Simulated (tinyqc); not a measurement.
# Circuit elements from the admittance matrix

Question. Y belongs to a common-source circuit with y11 = i w (Cgs + Cgd), y12 = -i w Cgd, y21 = gm - i w Cgd, y22 = gds + i w (Cgd + Cd) and a resistance Rg in series with the gate; w = 2 pi f. Find Rg, Cgs + Cgd, Cgd, gm, gds and Cd.

Inputs (values chosen for the exercise): signal frequency f = 10 GHz.

Y with Rg (mS):
```
                         1                        2
1   0.00680122+2.21982583i  -0.00246407-0.80424017i
2  22.09784031-0.87195221i   2.87403443+1.78382114i
```

Answer. 1/Y11 = Rg + 1/(i w (Cgs + Cgd)) gives Rg; removing it from Z11 returns the inner y, whose parts are read off.

Rg = 1.38 ohm
Cgs + Cgd = 35.3 fF
Cgd = 12.8 fF
gm = 22.1 mS
gds = 2.87 mS
Cd = 15.2 fF

tinyqc, about 0.01 s, one thread, Intel Xeon 2.30GHz (shared host): `OMP_NUM_THREADS=1 python tinyqc.py 2150131 2150132 out.jsonl`
